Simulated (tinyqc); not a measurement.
Inductance and parasitic capacitance from two readings.

Inverse problem. A loss-free coil L in parallel with C shows the apparent inductance L/(1 - w^2 L C), w = 2 pi f. Find L, C and the self-resonance 1/(2 pi sqrt(L C)).

apparent inductance at 3.6 and 7.5 GHz (nH): 1.1137081  2.2047995

Answer. The inverse of the reading is 1/L - w^2 C, a straight line in w^2.

L = 0.9700 nH
C = 260.0 fF
self-resonance = 10.02 GHz

Computed by the program tinyqc: `OMP_NUM_THREADS=1 python tinyqc.py 2302025 2302026 out.jsonl`, one thread of a shared Intel Xeon 2.30GHz, about 0.01 s for the whole run.
